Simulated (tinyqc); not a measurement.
RHF in the 6-311g basis, for H2, spin multiplicity 1, step by step (part 1 of 2). Computed by tinyqc, a small Python program that keeps every step (integrals from PySCF). Settings: charge = 0, multiplicity = 1, basis = 6-311g, energy threshold = 1e-09, iteration cap = 76, orthogonalisation = symmetric, start = random, DIIS depth = 6, DIIS from iteration = 3, method = RHF. Command: `OMP_NUM_THREADS=1 python tinyqc.py 22794 22795 out.jsonl` (the two numbers bound the seeds that draw the settings). One thread of a shared host (Intel(R) Xeon(R) Processor @ 2.60GHz), about 0.06 s of CPU time with the checks. Later iterations appear only in the table of the cycle.

## One-electron integrals

Geometry (angstrom):
```
atom        x        y        z
H     0.00000  0.00000  0.00000
H     0.00000  0.00000  0.78500
```

Basis 6-311g: exponents (1/bohr^2) and contraction coefficients of normalised primitives:
```
element  l (shell)  exponent  coefficient
H            s (1)  33.86500      0.02549
H            s (1)   5.09479      0.19037
H            s (1)   1.15879      0.85216
H            s (2)   0.32584      1.00000
H            s (3)   0.10274      1.00000
```

Overlap, kinetic and nuclear-attraction integrals over the contracted functions; the nuclear repulsion is the sum of Za Zb / Rab.

nuclear repulsion = 0.6741111 hartree

overlap S:
```
         1H 1s    1H 2s    1H 3s    2H 1s    2H 2s    2H 3s
1H 1s  1.00000  0.70638  0.37366  0.23168  0.39960  0.30326
1H 2s  0.70638  1.00000  0.78896  0.39960  0.69871  0.66436
1H 3s  0.37366  0.78896  1.00000  0.30326  0.66436  0.89311
2H 1s  0.23168  0.39960  0.30326  1.00000  0.70638  0.37366
2H 2s  0.39960  0.69871  0.66436  0.70638  1.00000  0.78896
2H 3s  0.30326  0.66436  0.89311  0.37366  0.78896  1.00000
```

kinetic energy T (hartree):
```
         1H 1s    1H 2s    1H 3s    2H 1s    2H 2s    2H 3s
1H 1s  2.30435  0.54912  0.10635  0.01803  0.19204  0.07429
1H 2s  0.54912  0.48876  0.18488  0.19204  0.25988  0.13784
1H 3s  0.10635  0.18488  0.15411  0.07429  0.13784  0.12727
2H 1s  0.01803  0.19204  0.07429  2.30435  0.54912  0.10635
2H 2s  0.19204  0.25988  0.13784  0.54912  0.48876  0.18488
2H 3s  0.07429  0.13784  0.12727  0.10635  0.18488  0.15411
```

nuclear attraction V (hartree):
```
          1H 1s     1H 2s     1H 3s     2H 1s     2H 2s     2H 3s
1H 1s  -2.78452  -1.53232  -0.76260  -0.58363  -0.89408  -0.63049
1H 2s  -1.53232  -1.52411  -1.02445  -0.89408  -1.13585  -0.89651
1H 3s  -0.76260  -1.02445  -0.95532  -0.63049  -0.89651  -0.88035
2H 1s  -0.58363  -0.89408  -0.63049  -2.78452  -1.53232  -0.76260
2H 2s  -0.89408  -1.13585  -0.89651  -1.53232  -1.52411  -1.02445
2H 3s  -0.63049  -0.89651  -0.88035  -0.76260  -1.02445  -0.95532
```

core Hamiltonian H = T + V (hartree):
```
          1H 1s     1H 2s     1H 3s     2H 1s     2H 2s     2H 3s
1H 1s  -0.48017  -0.98320  -0.65625  -0.56559  -0.70203  -0.55620
1H 2s  -0.98320  -1.03535  -0.83956  -0.70203  -0.87597  -0.75867
1H 3s  -0.65625  -0.83956  -0.80121  -0.55620  -0.75867  -0.75309
2H 1s  -0.56559  -0.70203  -0.55620  -0.48017  -0.98320  -0.65625
2H 2s  -0.70203  -0.87597  -0.75867  -0.98320  -1.03535  -0.83956
2H 3s  -0.55620  -0.75867  -0.75309  -0.65625  -0.83956  -0.80121
```

## Two-electron integrals

Functions are numbered as in S; the eight-fold symmetry (ij|kl) = (ji|kl) = (kl|ij) leaves the list below.

Two-electron integrals (ij|kl) in chemists' order, unique and non-zero (hartree):
```
(11|11) 1.39303   (21|11) 0.82297   (21|21) 0.50970   (22|11) 0.82290
(22|21) 0.54303   (22|22) 0.64411   (31|11) 0.41126   (31|21) 0.25776
(31|22) 0.27987   (31|31) 0.13079   (32|11) 0.54368   (32|21) 0.36577
(32|22) 0.45267   (32|31) 0.18980   (32|32) 0.32514   (33|11) 0.49402
(33|21) 0.34012   (33|22) 0.44599   (33|31) 0.17804   (33|32) 0.33178
(33|33) 0.36168   (41|11) 0.24362   (41|21) 0.15490   (41|22) 0.17120
(41|31) 0.07888   (41|32) 0.11664   (41|33) 0.10993   (41|41) 0.06650
(42|11) 0.30653   (42|21) 0.20612   (42|22) 0.25150   (42|31) 0.10682
(42|32) 0.17829   (42|33) 0.17721   (42|41) 0.09645   (42|42) 0.16162
(43|11) 0.20658   (43|21) 0.14079   (43|22) 0.17717   (43|31) 0.07332
(43|32) 0.12757   (43|33) 0.12984   (43|41) 0.06648   (43|42) 0.11677
(43|43) 0.08606   (44|11) 0.66404   (44|21) 0.45908   (44|22) 0.58876
(44|31) 0.24007   (44|32) 0.42529   (44|33) 0.43251   (44|41) 0.24362
(44|42) 0.44940   (44|43) 0.33231   (44|44) 1.39303   (51|11) 0.44940
(51|21) 0.28046   (51|22) 0.30238   (51|31) 0.14214   (51|32) 0.20453
(51|33) 0.19120   (51|41) 0.09645   (51|42) 0.13247   (51|43) 0.09085
(51|44) 0.30653   (51|51) 0.16162   (52|11) 0.52333   (52|21) 0.34934
(52|22) 0.42454   (52|31) 0.18076   (52|32) 0.30191   (52|33) 0.30292
(52|41) 0.13080   (52|42) 0.20787   (52|43) 0.14981   (52|44) 0.52333
(52|51) 0.20787   (52|52) 0.31445   (53|11) 0.39458   (53|21) 0.26893
(53|22) 0.34321   (53|31) 0.14022   (53|32) 0.25082   (53|33) 0.26377
(53|41) 0.10290   (53|42) 0.17393   (53|43) 0.12885   (53|44) 0.45071
(53|51) 0.16149   (53|52) 0.26295   (53|53) 0.23055   (54|11) 0.45908
(54|21) 0.31544   (54|22) 0.40307   (54|31) 0.16472   (54|32) 0.29205
(54|33) 0.29965   (54|41) 0.15490   (54|42) 0.28046   (54|43) 0.20846
(54|44) 0.82297   (54|51) 0.20612   (54|52) 0.34934   (54|53) 0.30366
(54|54) 0.50970   (55|11) 0.58876   (55|21) 0.40307   (55|22) 0.51832
(55|31) 0.21046   (55|32) 0.37969   (55|33) 0.39975   (55|41) 0.17120
(55|42) 0.30238   (55|43) 0.22667   (55|44) 0.82290   (55|51) 0.25150
(55|52) 0.42454   (55|53) 0.37707   (55|54) 0.54303   (55|55) 0.64411
(61|11) 0.33231   (61|21) 0.20846   (61|22) 0.22667   (61|31) 0.10581
(61|32) 0.15380   (61|33) 0.14437   (61|41) 0.06648   (61|42) 0.09085
(61|43) 0.06243   (61|44) 0.20658   (61|51) 0.11677   (61|52) 0.14981
(61|53) 0.11649   (61|54) 0.14079   (61|55) 0.17717   (61|61) 0.08606
(62|11) 0.45071   (62|21) 0.30366   (62|22) 0.37707   (62|31) 0.15766
(62|32) 0.27134   (62|33) 0.27775   (62|41) 0.10290   (62|42) 0.16149
(62|43) 0.11649   (62|44) 0.39458   (62|51) 0.17393   (62|52) 0.26295
(62|53) 0.22110   (62|54) 0.26893   (62|55) 0.34321   (62|61) 0.12885
(62|62) 0.23055   (63|11) 0.42618   (63|21) 0.29391   (63|22) 0.38720
(63|31) 0.15395   (63|32) 0.28894   (63|33) 0.31704   (63|41) 0.10158
(63|42) 0.16973   (63|43) 0.12606   (63|44) 0.42618   (63|51) 0.16973
(63|52) 0.27831   (63|53) 0.24781   (63|54) 0.29391   (63|55) 0.38720
(63|61) 0.12606   (63|62) 0.24781   (63|63) 0.28849   (64|11) 0.24007
(64|21) 0.16472   (64|22) 0.21046   (64|31) 0.08600   (64|32) 0.15270
(64|33) 0.15724   (64|41) 0.07888   (64|42) 0.14214   (64|43) 0.10581
(64|44) 0.41126   (64|51) 0.10682   (64|52) 0.18076   (64|53) 0.15766
(64|54) 0.25776   (64|55) 0.27987   (64|61) 0.07332   (64|62) 0.14022
(64|63) 0.15395   (64|64) 0.13079   (65|11) 0.42529   (65|21) 0.29205
(65|22) 0.37969   (65|31) 0.15270   (65|32) 0.28052   (65|33) 0.30086
(65|41) 0.11664   (65|42) 0.20453   (65|43) 0.15380   (65|44) 0.54368
(65|51) 0.17829   (65|52) 0.30191   (65|53) 0.27134   (65|54) 0.36577
(65|55) 0.45267   (65|61) 0.12757   (65|62) 0.25082   (65|63) 0.28894
(65|64) 0.18980   (65|65) 0.32514   (66|11) 0.43251   (66|21) 0.29965
(66|22) 0.39975   (66|31) 0.15724   (66|32) 0.30086   (66|33) 0.33618
(66|41) 0.10993   (66|42) 0.19120   (66|43) 0.14437   (66|44) 0.49402
(66|51) 0.17721   (66|52) 0.30292   (66|53) 0.27775   (66|54) 0.34012
(66|55) 0.44599   (66|61) 0.12984   (66|62) 0.26377   (66|63) 0.31704
(66|64) 0.17804   (66|65) 0.33178   (66|66) 0.36168
```

## Orthogonalisation

S = U s U^T; symmetric (Loewdin) form X = U s^(-1/2) U^T, so that X^T S X = 1.

eigenvalues of S: 0.03467  0.13797  0.20443  0.82990  0.93740  3.85563

X:
```
          1H 1s     1H 2s     1H 3s     2H 1s     2H 2s     2H 3s
1H 1s   1.37526  -0.75191   0.21704   0.00026  -0.00652  -0.03606
1H 2s  -0.75191   2.35920  -1.13745  -0.00652  -0.60106   0.37760
1H 3s   0.21704  -1.13745   2.72261  -0.03606   0.37760  -1.55709
2H 1s   0.00026  -0.00652  -0.03606   1.37526  -0.75191   0.21704
2H 2s  -0.00652  -0.60106   0.37760  -0.75191   2.35920  -1.13745
2H 3s  -0.03606   0.37760  -1.55709   0.21704  -1.13745   2.72261
```

## Starting guess

The start is random orthonormal orbitals; D = 2 C_occ C_occ^T.

D at the start:
```
          1H 1s     1H 2s     1H 3s     2H 1s     2H 2s     2H 3s
1H 1s   0.27439  -0.03079  -0.89700   0.59397  -1.47873   1.34419
1H 2s  -0.03079   0.00346   0.10067  -0.06666   0.16595  -0.15085
1H 3s  -0.89700   0.10067   2.93234  -1.94173   4.83405  -4.39421
2H 1s   0.59397  -0.06666  -1.94173   1.28577  -3.20101   2.90975
2H 2s  -1.47873   0.16595   4.83405  -3.20101   7.96908  -7.24400
2H 3s   1.34419  -0.15085  -4.39421   2.90975  -7.24400   6.58488
```

## Iteration 1: building the Fock matrix

J_ij = sum D_kl (ij|kl), K_ij = sum D_kl (ik|jl); F = H + J - 0.5 K; E = tr D H + tr D J / 2 - 0.25 tr D K + E_nn.

Coulomb J (hartree):
```
         1H 1s    1H 2s    1H 3s    2H 1s    2H 2s    2H 3s
1H 1s  0.96261  0.67040  0.35221  0.25708  0.40434  0.29289
1H 2s  0.67040  0.89411  0.66660  0.45323  0.69570  0.59003
1H 3s  0.35221  0.66660  0.72337  0.34142  0.62691  0.68467
2H 1s  0.25708  0.45323  0.34142  1.18347  0.80629  0.42055
2H 2s  0.40434  0.69570  0.62691  0.80629  1.02667  0.74639
2H 3s  0.29289  0.59003  0.68467  0.42055  0.74639  0.77818
```

exchange K (hartree):
```
         1H 1s    1H 2s    1H 3s    2H 1s    2H 2s    2H 3s
1H 1s  0.04999  0.12882  0.11071  0.04708  0.13395  0.10097
1H 2s  0.12882  0.39176  0.35182  0.15263  0.43484  0.32489
1H 3s  0.11071  0.35182  0.32439  0.14075  0.40235  0.30213
2H 1s  0.04708  0.15263  0.14075  0.10267  0.20844  0.14252
2H 2s  0.13395  0.43484  0.40235  0.20844  0.56032  0.39690
2H 3s  0.10097  0.32489  0.30213  0.14252  0.39690  0.29440
```

Fock matrix F (hartree):
```
          1H 1s     1H 2s     1H 3s     2H 1s     2H 2s     2H 3s
1H 1s   0.45745  -0.37722  -0.35940  -0.33206  -0.36467  -0.31380
1H 2s  -0.37722  -0.33712  -0.34888  -0.32511  -0.39770  -0.33108
1H 3s  -0.35940  -0.34888  -0.24003  -0.28516  -0.33293  -0.21949
2H 1s  -0.33206  -0.32511  -0.28516   0.65196  -0.28113  -0.30696
2H 2s  -0.36467  -0.39770  -0.33293  -0.28113  -0.28884  -0.29163
2H 3s  -0.31380  -0.33108  -0.21949  -0.30696  -0.29163  -0.17023
```

total energy of this density = 1.5766567 hartree

## Iteration 1: diagonalisation and new density

Diagonalise F' = X^T F X, C = X C', fill 1 alpha and 1 beta electrons from the bottom; D = 2 C_occ C_occ^T. Each column has its largest component positive (the first on a tie).

F' = X^T F X (hartree):
```
          1         2         3         4         5         6
1   1.36242  -1.02113   0.06595  -0.19768  -0.08269  -0.09059
2  -1.02113   0.79318  -0.38956  -0.06680  -0.25992  -0.00102
3   0.06595  -0.38956   0.12368  -0.06645  -0.05940  -0.09143
4  -0.19768  -0.06680  -0.06645   1.57104  -0.98830   0.06033
5  -0.08269  -0.25992  -0.05940  -0.98830   0.72134  -0.29994
6  -0.09059  -0.00102  -0.09143   0.06033  -0.29994   0.24708
```

orbital energies (hartree): MO1 -0.46291, MO2 0.11611, MO3 0.26202, MO4 0.47683, MO5 2.05242, MO6 2.37427

coefficients C:
```
            MO1       MO2       MO3       MO4       MO5       MO6
1H 1s   0.16242   0.05895  -0.11644   0.15851  -1.20834   0.98820
1H 2s   0.31752  -0.06103  -0.85728   1.44721   1.47549  -1.67867
1H 3s   0.40364   2.02997   0.71149  -2.15840  -0.75080   1.14439
2H 1s   0.08118  -0.12158  -0.01067  -0.05086  -0.99502  -1.22107
2H 2s   0.43246  -0.29601  -0.49493  -1.73222   0.94293   1.87606
2H 3s  -0.21727  -1.73111   0.94195   2.41734  -0.25259  -1.21793
```

D after iteration 1:
```
          1H 1s     1H 2s     1H 3s     2H 1s     2H 2s     2H 3s
1H 1s   0.05276   0.10314   0.13111   0.02637   0.14048  -0.07058
1H 2s   0.10314   0.20163   0.25632   0.05155   0.27463  -0.13797
1H 3s   0.13111   0.25632   0.32584   0.06554   0.34911  -0.17539
2H 1s   0.02637   0.05155   0.06554   0.01318   0.07022  -0.03528
2H 2s   0.14048   0.27463   0.34911   0.07022   0.37404  -0.18792
2H 3s  -0.07058  -0.13797  -0.17539  -0.03528  -0.18792   0.09441
```

## Iteration 2: building the Fock matrix

As before.

Coulomb J (hartree):
```
         1H 1s    1H 2s    1H 3s    2H 1s    2H 2s    2H 3s
1H 1s  1.55418  1.02200  0.52678  0.36514  0.59518  0.43333
1H 2s  1.02200  1.21860  0.86255  0.56908  0.87463  0.74176
1H 3s  0.52678  0.86255  0.86276  0.40882  0.72618  0.78076
2H 1s  0.36514  0.56908  0.40882  1.42884  0.95215  0.49271
2H 2s  0.59518  0.87463  0.72618  0.95215  1.16056  0.82890
2H 3s  0.43333  0.74176  0.78076  0.49271  0.82890  0.84044
```

exchange K (hartree):
```
         1H 1s    1H 2s    1H 3s    2H 1s    2H 2s    2H 3s
1H 1s  0.94022  0.96313  0.68338  0.56516  0.77895  0.61980
1H 2s  0.96313  1.12339  0.84515  0.72323  0.97398  0.78164
1H 3s  0.68338  0.84515  0.65960  0.56053  0.75850  0.61599
2H 1s  0.56516  0.72323  0.56053  0.73075  0.79075  0.56727
2H 2s  0.77895  0.97398  0.75850  0.79075  0.97590  0.74363
2H 3s  0.61980  0.78164  0.61599  0.56727  0.74363  0.59012
```

Fock matrix F (hartree):
```
          1H 1s     1H 2s     1H 3s     2H 1s     2H 2s     2H 3s
1H 1s   0.60390  -0.44277  -0.47116  -0.48303  -0.49633  -0.43277
1H 2s  -0.44277  -0.37845  -0.39959  -0.49457  -0.48833  -0.40773
1H 3s  -0.47116  -0.39959  -0.26824  -0.42765  -0.41173  -0.28032
2H 1s  -0.48303  -0.49457  -0.42765   0.58329  -0.42643  -0.44717
2H 2s  -0.49633  -0.48833  -0.41173  -0.42643  -0.36273  -0.38248
2H 3s  -0.43277  -0.40773  -0.28032  -0.44717  -0.38248  -0.25583
```

total energy of this density = -1.0864754 hartree

## Iteration 2: diagonalisation and new density

As before.

F' = X^T F X (hartree):
```
          1         2         3         4         5         6
1   1.71018  -1.18438   0.00410  -0.26763  -0.17649  -0.13256
2  -1.18438   0.94004  -0.39718  -0.17987  -0.24005  -0.01819
3   0.00410  -0.39718   0.19457  -0.13672  -0.04370  -0.12617
4  -0.26763  -0.17987  -0.13672   1.65484  -1.14772   0.02689
5  -0.17649  -0.24005  -0.04370  -1.14772   0.92047  -0.36903
6  -0.13256  -0.01819  -0.12617   0.02689  -0.36903   0.19756
```

orbital energies (hartree): MO1 -0.58839, MO2 0.15552, MO3 0.30740, MO4 0.62081, MO5 2.44854, MO6 2.67379

coefficients C:
```
           MO1       MO2       MO3       MO4       MO5       MO6
1H 1s  0.18160  -0.08357  -0.03340  -0.09733  -0.89200  -1.28800
1H 2s  0.29771  -0.04400  -0.67210  -1.67095   0.89640   1.94705
1H 3s  0.21078  -2.01987   0.92401   2.17901  -0.27650  -1.23260
2H 1s  0.17485   0.08908  -0.06144   0.09082  -1.27971   0.90386
2H 2s  0.32620  -0.03924  -0.78306   1.61138   1.51049  -1.52632
2H 3s  0.03789   2.14945   0.78142  -2.11639  -0.68250   1.06995
```

D after iteration 2:
```
         1H 1s    1H 2s    1H 3s    2H 1s    2H 2s    2H 3s
1H 1s  0.06596  0.10813  0.07656  0.06351  0.11848  0.01376
1H 2s  0.10813  0.17726  0.12550  0.10411  0.19423  0.02256
1H 3s  0.07656  0.12550  0.08886  0.07371  0.13751  0.01597
2H 1s  0.06351  0.10411  0.07371  0.06115  0.11408  0.01325
2H 2s  0.11848  0.19423  0.13751  0.11408  0.21282  0.02472
2H 3s  0.01376  0.02256  0.01597  0.01325  0.02472  0.00287
```

## Iteration 3: building the Fock matrix

As before.

Coulomb J (hartree):
```
         1H 1s    1H 2s    1H 3s    2H 1s    2H 2s    2H 3s
1H 1s  1.54494  1.01605  0.52377  0.37589  0.59860  0.43257
1H 2s  1.01605  1.21256  0.85875  0.59477  0.88891  0.74446
1H 3s  0.52377  0.85875  0.85992  0.42881  0.74156  0.78655
2H 1s  0.37589  0.59477  0.42881  1.52714  1.00543  0.51847
2H 2s  0.59860  0.88891  0.74156  1.00543  1.20236  0.85241
2H 3s  0.43257  0.74446  0.78655  0.51847  0.85241  0.85525
```

exchange K (hartree):
```
         1H 1s    1H 2s    1H 3s    2H 1s    2H 2s    2H 3s
1H 1s  0.91902  0.93085  0.66067  0.61060  0.78897  0.61824
1H 2s  0.93085  1.07551  0.81081  0.78542  0.98633  0.77788
1H 3s  0.66067  0.81081  0.63575  0.61322  0.77458  0.61886
2H 1s  0.61060  0.78542  0.61322  0.89491  0.90615  0.64195
2H 2s  0.78897  0.98633  0.77458  0.90615  1.04681  0.78825
2H 3s  0.61824  0.77788  0.61886  0.64195  0.78825  0.61814
```

Fock matrix F (hartree):
```
          1H 1s     1H 2s     1H 3s     2H 1s     2H 2s     2H 3s
1H 1s   0.60526  -0.43259  -0.46282  -0.49500  -0.49792  -0.43276
1H 2s  -0.43259  -0.36054  -0.38621  -0.49997  -0.48022  -0.40315
1H 3s  -0.46282  -0.38621  -0.25917  -0.43401  -0.40439  -0.27597
2H 1s  -0.49500  -0.49997  -0.43401   0.59951  -0.43085  -0.45875
2H 2s  -0.49792  -0.48022  -0.40439  -0.43085  -0.35640  -0.38127
2H 3s  -0.43276  -0.40315  -0.27597  -0.45875  -0.38127  -0.25503
```

total energy of this density = -1.1246697 hartree

## Iteration 3: diagonalisation and new density

As before.

F' = X^T F X (hartree):
```
          1         2         3         4         5         6
1   1.70314  -1.17422   0.01012  -0.28154  -0.18028  -0.13823
2  -1.17422   0.95045  -0.38462  -0.18345  -0.23241  -0.02608
3   0.01012  -0.38462   0.19558  -0.14128  -0.03204  -0.12804
4  -0.28154  -0.18345  -0.14128   1.69211  -1.16904   0.01548
5  -0.18028  -0.23241  -0.03204  -1.16904   0.94836  -0.37670
6  -0.13823  -0.02608  -0.12804   0.01548  -0.37670   0.19803
```

orbital energies (hartree): MO1 -0.58218, MO2 0.16208, MO3 0.30986, MO4 0.63179, MO5 2.47391, MO6 2.69221

coefficients C:
```
           MO1       MO2       MO3       MO4       MO5       MO6
1H 1s  0.18471  -0.08374  -0.04450  -0.09268  -1.06884  -1.14500
1H 2s  0.29763   0.00674  -0.71845  -1.65524   1.17201   1.79183
1H 3s  0.15657  -2.09983   0.87162   2.13075  -0.45155  -1.17661
2H 1s  0.18442   0.08552  -0.05059   0.09032  -1.13356   1.08081
2H 2s  0.30547  -0.02435  -0.74398   1.64143   1.27330  -1.72218
2H 3s  0.10588   2.12978   0.83880  -2.11673  -0.51847   1.14970
```

D after iteration 3:
```
         1H 1s    1H 2s    1H 3s    2H 1s    2H 2s    2H 3s
1H 1s  0.06824  0.10995  0.05784  0.06813  0.11285  0.03912
1H 2s  0.10995  0.17717  0.09320  0.10978  0.18184  0.06303
1H 3s  0.05784  0.09320  0.04903  0.05775  0.09566  0.03316
2H 1s  0.06813  0.10978  0.05775  0.06802  0.11267  0.03905
2H 2s  0.11285  0.18184  0.09566  0.11267  0.18663  0.06469
2H 3s  0.03912  0.06303  0.03316  0.03905  0.06469  0.02242
```

## Iteration 8 (converged): orbitals

converged F (hartree):
```
          1H 1s     1H 2s     1H 3s     2H 1s     2H 2s     2H 3s
1H 1s   0.60146  -0.43202  -0.46159  -0.49581  -0.49915  -0.43414
1H 2s  -0.43202  -0.35796  -0.38424  -0.49915  -0.47963  -0.40422
1H 3s  -0.46159  -0.38424  -0.25843  -0.43414  -0.40422  -0.27728
2H 1s  -0.49581  -0.49915  -0.43414   0.60146  -0.43202  -0.46159
2H 2s  -0.49915  -0.47963  -0.40422  -0.43202  -0.35796  -0.38424
2H 3s  -0.43414  -0.40422  -0.27728  -0.46159  -0.38424  -0.25843
```

As before.

F' = X^T F X (hartree):
```
          1         2         3         4         5         6
1   1.69647  -1.17159   0.01209  -0.28260  -0.18172  -0.14040
2  -1.17159   0.95083  -0.38086  -0.18172  -0.23088  -0.02909
3   0.01209  -0.38086   0.19583  -0.14040  -0.02909  -0.12892
4  -0.28260  -0.18172  -0.14040   1.69647  -1.17159   0.01209
5  -0.18172  -0.23088  -0.02909  -1.17159   0.95083  -0.38086
6  -0.14040  -0.02909  -0.12892   0.01209  -0.38086   0.19583
```

orbital energies (hartree): MO1 -0.58253, MO2 0.16177, MO3 0.30972, MO4 0.63173, MO5 2.47356, MO6 2.69204

coefficients C:
```
           MO1       MO2       MO3       MO4       MO5       MO6
1H 1s  0.18544   0.08468  -0.04814   0.09153  -1.10150   1.11337
1H 2s  0.29910  -0.01511  -0.73160   1.64834   1.22358  -1.75779
1H 3s  0.13329   2.11459   0.85501  -2.12413  -0.48527   1.16370
2H 1s  0.18544  -0.08468  -0.04814  -0.09153  -1.10150  -1.11337
2H 2s  0.29910   0.01511  -0.73160  -1.64834   1.22358   1.75779
2H 3s  0.13329  -2.11459   0.85501   2.12413  -0.48527  -1.16370
```

D after iteration 8:
```
         1H 1s    1H 2s    1H 3s    2H 1s    2H 2s    2H 3s
1H 1s  0.06878  0.11093  0.04944  0.06878  0.11093  0.04944
1H 2s  0.11093  0.17892  0.07974  0.11093  0.17892  0.07974
1H 3s  0.04944  0.07974  0.03553  0.04944  0.07974  0.03553
2H 1s  0.06878  0.11093  0.04944  0.06878  0.11093  0.04944
2H 2s  0.11093  0.17892  0.07974  0.11093  0.17892  0.07974
2H 3s  0.04944  0.07974  0.03553  0.04944  0.07974  0.03553
```
